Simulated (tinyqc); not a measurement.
Threshold of a short bulk MOSFET: charge sharing, barrier lowering, narrow width: threshold roll-off against channel length.

n-channel device on a p-type body, depletion approximation, full ionisation. Uniform doping N = Na. Vbi from Boltzmann statistics is rough for the degenerate source. Cox = eps0 eox/tox.

ni = sqrt(Nc Nv) exp(-Eg/(2 Vt)), Eg in volts; 2 pB = 2 Vt ln(N/ni); flat band Vfb - Vt ln(N/Na); Wd = sqrt(2 eps0 eps_r (2 pB - Vbs)/(q N)); body term q N Wd/Cox; long-channel VT0 = flat band + 2 pB + body term; Vbi = Vt ln(N Nsd/ni^2); scale length l = sqrt((eps_r/eox) tox Wd). Charge sharing (trapezoid; it ignores Vds): F = (xj/L)(sqrt(1 + 2 Wd/xj) - 1), lowering = body term times F. Barrier lowering: th = exp(-L/(2 l)) + 2 exp(-L/l), lowering = th [2 (Vbi - 2 pB) + Vds], DIBL = th. Narrow width: rise = body term times xw Wd/W. VT by each model = VT0 - lowering + rise. DIBL under 0.001 mV/V is printed as 0.

Parameters, values chosen for the exercise; band and dielectric values close to those of silicon: temperature T = 300 K; band gap Eg = 1.12 eV; relative permittivity eps_r = 11.5; conduction-band density of states at T Nc = 2.83e19 cm^-3; valence-band density of states at T Nv = 2.63e19 cm^-3; relative permittivity of the gate insulator (close to silicon dioxide) eox = 3.9; insulator thickness tox = 3.8 nm; channel doping Na = 4.4e17 cm^-3; source and drain doping Nsd = 1e20 cm^-3; flat-band voltage for the doping Na Vfb = -0.73 V; junction depth xj = 48 nm; body-source voltage Vbs = -1 V; drain-source voltage Vds = 0.05 V; gate width W = 300 nm; shape factor of the fringing depletion at the width edges xw = 0.7854.

Constants: q = 1.602176634e-19 C, kB = 1.380649e-23 J/K, Vt = kB T/q, eps0 = 8.8541878128e-14 F/cm where lengths are in cm. Results are converted to the units shown.

The same in every row: N (cm^-3) = 4.400e17; VT0 (V) = 0.7523.

Result of one run:
```
L (nm)    L/l        F  DIBL (mV/V)  VT, charge sharing (V)  VT, barrier lowering (V)
570     19.77  0.08614      0.05104                  0.8146                    0.8642
```

What becomes of these results when the channel length L is changed from 570 to 830 nm, all else the same?

Result of the changed run:
```
L (nm)    L/l        F  DIBL (mV/V)  VT, charge sharing (V)  VT, barrier lowering (V)
830     28.78  0.05916            0                  0.8301                    0.8642
```

The whole series:
```
L (nm)    L/l        F  DIBL (mV/V)  VT, charge sharing (V)  VT, barrier lowering (V)
92      3.190   0.5337        285.2                  0.5569                    0.7699
130     4.508   0.3777        127.0                  0.6467                    0.8222
190     6.589   0.2584        39.84                  0.7154                    0.8510
280     9.710   0.1754        7.912                  0.7632                    0.8616
400     13.87   0.1228       0.9745                  0.7935                    0.8639
570     19.77  0.08614      0.05104                  0.8146                    0.8642
830     28.78  0.05916            0                  0.8301                    0.8642
1200    41.61  0.04092            0                  0.8406                    0.8642
1700    58.95  0.02888            0                  0.8476                    0.8642
```

VT by barrier lowering rises from 0.770 to 0.864 V and VT by charge sharing rises from 0.557 to 0.848 V. DIBL is under 100 mV/V from L = 190 nm on among the rows (th = 0.1 at L/l = 4.92). For L = 92 F exceeds 0.5: the shares of source and drain overlap, and the trapezoid formula no longer holds. For L = 92 DIBL exceeds 250 mV/V, where the barrier formula is rough.

Computed by the program tinyqc: `OMP_NUM_THREADS=1 python tinyqc.py 2002059 2002060 out.jsonl`, one thread of a shared Intel Xeon 2.30GHz, about 0.01 s for the whole run.
